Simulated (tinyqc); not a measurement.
# Doping from the body effect

Problem. The threshold of a long MOSFET, counted against the source, shifts by gamma (sqrt(2 phiF + Vsb) - sqrt(2 phiF)) with gamma = sqrt(2 eps0 eps_r q N)/Cox. Find 2 phiF, gamma and N from two shifts.

Values chosen for this exercise: relative permittivity eps_r = 11.5.

Constants: q = 1.602176634e-19 C, eps0 = 8.8541878128e-14 F/cm where lengths are in cm. Results are converted to the units shown.

|VT - VT(0)| at source-body biases 1.2 and 2.5 V (V): 0.12652489  0.22436019
Cox = 0.84795876 uF/cm^2

Solution. The ratio of the shifts depends on 2 phiF alone and rises steadily with it, so it fixes 2 phiF; either shift then gives gamma, and gamma gives N.

2 phiF = 0.794 V
gamma = 0.243 V^0.5
N = 1.30e17 cm^-3

Program tinyqc, `OMP_NUM_THREADS=1 python tinyqc.py 2060091 2060092 out.jsonl`; Intel Xeon 2.30GHz, shared host, one thread, about 0.01 s.
